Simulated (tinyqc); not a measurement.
# Defect equilibria of an oxide against oxygen pressure (mass action), step by step

A worked calculation. Computed by tinyqc, a small Python program that keeps every step. Command: `OMP_NUM_THREADS=1 python tinyqc.py 3002240 3002241 out.jsonl brouwer walk`. One thread of a shared host (Intel(R) Xeon(R) Processor @ 2.30GHz), about 0.01 s of CPU time with the checks. Intermediate numbers are printed to about 6 digits and carried at full precision; extremes and crossings named in words are read from the listed rows.

Defects: oxygen vacancies V (charge +2), electrons n, holes p, the ionic partner X = O_i'' (charge -2), and the dopant. Activities are taken equal to concentrations.

Inputs (values chosen for the exercise, for a model oxide): reduction enthalpy H_r = 5.51 eV; prefactor K_r0 = 4.5e+67 cm^-9 atm^(1/2); gap E_g = 3.92 eV; prefactor N_c N_v = 7.3e+41 cm^-6; disorder enthalpy H_s = 3.88 eV; prefactor K_s0 = 6.1e+45 cm^-6; dopant density N_d = 1.3e+19 cm^-3; temperature T = 1000 K; oxygen pressure P = 9e-13 atm; electron mobility mu_n = 0.31 cm^2/(V s); hole mobility mu_p = 0.022 cm^2/(V s); vacancy diffusion prefactor D_0 = 0.025 cm^2/s; vacancy migration energy E_m = 0.55 eV.

Ionic disorder: anion Frenkel. Dopant (singly charged, fully ionised): acceptor.

Constants: k_B = 8.617333262e-05 eV/K; e = 1.602176634e-19 C.

## Equilibrium constants

K_r = K_r0 exp(-H_r/k_B T) = [V] n^2 P^(1/2); K_i = N_c N_v exp(-E_g/k_B T) = n p; K_s = K_s0 exp(-H_s/k_B T) = [X] [V].

K_r = 7.65658e+39 cm^-9 atm^(1/2)

K_i = 1.28054e+22 cm^-6

K_s = 1.70212e+26 cm^-6

## Trial electron densities

Neutrality: 2 [V] + p = n + 2 [X] + N_d. With n as the unknown, [V] = K_r/(n^2 P^(1/2)), p = K_i/n, [X] = K_s/[V]; the log ratio is ln(positive/negative).

Densities (cm^-3):
```
n                 [V]            p          [X]  log ratio
1.00e+12  8.07074e+21  1.28054e+10  2.10900e+04     7.1242
1.00e+13  8.07074e+19  1.28054e+09  2.10900e+06     2.5190
1.00e+14  8.07074e+17  1.28054e+08  2.10900e+08    -2.0861
1.00e+15  8.07074e+15  1.28054e+07  2.10900e+10    -6.6914
1.00e+16  8.07074e+13  1.28054e+06  2.10900e+12   -11.2973
```

## Solution at the given pressure

The root is found by 60 bisections in ln n between n = 1e-10 and 1e25 cm^-3.

n = 3.52370e+13 cm^-3

[V] = 6.50002e+18 cm^-3

p = 3.63407e+08 cm^-3

[X] = 2.61864e+07 cm^-3

The largest terms give the Brouwer balance 2 [V] = N_d; the smaller of the two terms is 100 % of the total charge of one sign.

## Conductivities

sigma_n = e n mu_n, sigma_p = e p mu_p, sigma_ion = 2 e [V] mu_V with mu_V = 2 e D/(k_B T) and D = D_0 exp(-E_m/k_B T); only the oxygen vacancies carry ionic current, and the ionic transport number is sigma_ion over the total.

sigma_n = 1.75013e-06 S/cm

sigma_p = 1.28093e-12 S/cm

sigma_ion = 0.00204350 S/cm

total conductivity = 0.00204525 S/cm

ionic transport number = 0.999144

The conductor is mainly ionic here.

## Brouwer diagram

The slope is d log n / d log P from this row and the one above; the last column names the largest term on each side. Pressures that give more than 3e21 cm^-3 are left out.

Log10 of the densities in cm^-3:
```
log10 P (atm)        n      [V]        p      [X]  slope of n      balance
-32            18.4893  18.9054   3.6181  7.32559           -  2 [V] = N_d
-28            17.5300  18.8241   4.5774  7.40690   -0.239836  2 [V] = N_d
-24            16.5350  18.8141   5.5724  7.41693   -0.248746  2 [V] = N_d
-20            15.5355  18.8130   6.5719  7.41796   -0.249871  2 [V] = N_d
-16            14.5356  18.8129   7.5718  7.41807   -0.249987  2 [V] = N_d
-12            13.5356  18.8129   8.5718  7.41808   -0.249999  2 [V] = N_d
-8             12.5356  18.8129   9.5718  7.41808   -0.250000  2 [V] = N_d
-4             11.5356  18.8129  10.5718  7.41808   -0.250000  2 [V] = N_d
0              10.5356  18.8129  11.5718  7.41808   -0.250000  2 [V] = N_d
```

Regimes: 2 [V] = N_d from log P = -32 to 0, where that balance predicts a slope of -1/4 and the table comes as close as -0.250.

## Conductivity against oxygen pressure

The formulas are those given above.

Log10 of the conductivities in S/cm:
```
log10 P (atm)    n-type    p-type     ionic     total  ionic transport number
-28            -1.77395  -15.8754  -2.67845  -1.72296                0.110791
-24            -2.76894  -14.8805  -2.68848  -2.42582                0.546182
-20            -3.76842  -13.8810  -2.68951  -2.65473                0.923033
-16            -4.76837  -12.8810  -2.68962  -2.68601                0.991728
-12            -5.76837  -11.8810  -2.68963  -2.68926                0.999167
-8             -6.76837  -10.8810  -2.68963  -2.68959                0.999917
-4             -7.76837   -9.8810  -2.68963  -2.68962                0.999992
0              -8.76837   -8.8810  -2.68963  -2.68963                0.999999
```

The ionic transport number exceeds 0.9 in the rows log P = -20, -16, -12, -8, -4, 0: the electrolytic window. The total has no minimum inside this range.

Checks made by the program: the three mass-action laws (relative difference below 1e-10).
